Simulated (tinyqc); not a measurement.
Plane-wave Kohn-Sham cycle with exchange-only LDA in a layered model solid, step by step. One step of it, computed by the program tinyqc.

Task: Iteration 1: levels at that k. Diagonalise the Hermitian matrix.

H (hartree):
```
           -2         -1         +0         +1         +2
-2   0.094694  -0.360000   0.000000   0.000000   0.000000
-1  -0.360000  -0.118897  -0.360000   0.000000   0.000000
+0   0.000000  -0.360000  -0.161615  -0.360000   0.000000
+1   0.000000   0.000000  -0.360000  -0.033460  -0.360000
+2   0.000000   0.000000   0.000000  -0.360000   0.265567
```

Give: eigenvalues.

Result:

eigenvalues (hartree): -0.7063  -0.3318  0.0568  0.4202  0.6074
